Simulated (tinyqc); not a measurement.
LCCD on RHF in the sto-3g basis, frozen core, for BeH2, spin multiplicity 1, step by step. One step of it, computed by the program tinyqc.

Question. Iteration 7 (converged): orbitals. Diagonalise F' = X^T F X, C = X C', fill 3 alpha and 3 beta electrons from the bottom; D = 2 C_occ C_occ^T. Each column has its largest component positive (the first on a tie).

converged F (hartree), order 1Be 1s, 1Be 2s, 1Be 2px, 1Be 2py, 1Be 2pz, 2H 1s, 3H 1s:
```
[[-4.516315, -1.287959, 0.000000, 0.000000, 0.000555, -0.359975, -0.359975],
 [-1.287959, -0.633381, 0.000000, 0.000000, -0.005878, -0.419289, -0.419289],
 [0.000000, 0.000000, 0.211902, 0.000000, 0.000000, 0.000000, 0.000000],
 [0.000000, 0.000000, 0.000000, -0.238835, 0.000000, -0.335081, 0.335081],
 [0.000555, -0.005878, 0.000000, 0.000000, 0.211711, -0.006686, -0.006686],
 [-0.359975, -0.419289, 0.000000, -0.335081, -0.006686, -0.315704, -0.050543],
 [-0.359975, -0.419289, 0.000000, 0.335081, -0.006686, -0.050543, -0.315704]]
```

X, order 1Be 1s, 1Be 2s, 1Be 2px, 1Be 2py, 1Be 2pz, 2H 1s, 3H 1s:
```
[[1.028359, -0.153116, 0.000000, 0.000000, -0.000484, 0.017615, 0.017615],
 [-0.153116, 1.264468, 0.000000, 0.000000, 0.006592, -0.318957, -0.318957],
 [0.000000, 0.000000, 1.000000, 0.000000, 0.000000, 0.000000, 0.000000],
 [0.000000, 0.000000, 0.000000, 1.394638, 0.000000, -0.459247, 0.459247],
 [-0.000484, 0.006592, 0.000000, 0.000000, 1.000183, -0.008869, -0.008869],
 [0.017615, -0.318957, 0.000000, -0.459247, -0.008869, 1.316299, -0.109700],
 [0.017615, -0.318957, 0.000000, 0.459247, -0.008869, -0.109700, 1.316299]]
```

Give: F' = X^T F X; orbital energies; coefficients C; D after iteration 7.

Answer.

F' = X^T F X (hartree):
```
[[-4.4071, -0.6886, 0.0000, 0.0000, 0.0006, -0.0593, -0.0593],
 [-0.6886, -0.0883, 0.0000, 0.0000, 0.0026, -0.3375, -0.3375],
 [0.0000, 0.0000, 0.2119, 0.0000, 0.0000, 0.0000, 0.0000],
 [0.0000, 0.0000, 0.0000, 0.2821, 0.0000, -0.4811, 0.4811],
 [0.0006, 0.0026, 0.0000, 0.0000, 0.2120, -0.0085, -0.0085],
 [-0.0593, -0.3375, 0.0000, -0.4811, -0.0085, 0.1085, -0.1293],
 [-0.0593, -0.3375, 0.0000, 0.4811, -0.0085, -0.1293, 0.1085]]
```

orbital energies (hartree): [-4.5198, -0.4571, -0.4208, 0.2116, 0.2119, 0.4609, 0.9407]

coefficients C, order 1Be 1s, 1Be 2s, 1Be 2px, 1Be 2py, 1Be 2pz, 2H 1s, 3H 1s:
```
[[0.9918, -0.2242, 0.0000, 0.0109, 0.0000, -0.2182, 0.0000],
 [0.0318, 0.5572, 0.0000, -0.0494, 0.0000, 1.2296, 0.0000],
 [0.0000, 0.0000, 0.0000, 0.0000, 1.0000, 0.0000, 0.0000],
 [0.0000, 0.0000, 0.5033, 0.0000, 0.0000, 0.0000, 1.4538],
 [0.0000, 0.0059, 0.0000, 0.9988, 0.0000, 0.0542, 0.0000],
 [-0.0028, 0.3943, 0.4051, 0.0205, 0.0000, -0.8211, -1.0313],
 [-0.0028, 0.3943, -0.4051, 0.0205, 0.0000, -0.8211, 1.0313]]
```

D after iteration 7, order 1Be 1s, 1Be 2s, 1Be 2px, 1Be 2py, 1Be 2pz, 2H 1s, 3H 1s:
```
[[2.0677, -0.1869, 0.0000, 0.0000, -0.0027, -0.1824, -0.1824],
 [-0.1869, 0.6230, 0.0000, 0.0000, 0.0066, 0.4393, 0.4393],
 [0.0000, 0.0000, 0.0000, 0.0000, 0.0000, 0.0000, 0.0000],
 [0.0000, 0.0000, 0.0000, 0.5067, 0.0000, 0.4078, -0.4078],
 [-0.0027, 0.0066, 0.0000, 0.0000, 0.0001, 0.0047, 0.0047],
 [-0.1824, 0.4393, 0.0000, 0.4078, 0.0047, 0.6392, -0.0171],
 [-0.1824, 0.4393, 0.0000, -0.4078, 0.0047, -0.0171, 0.6392]]
```
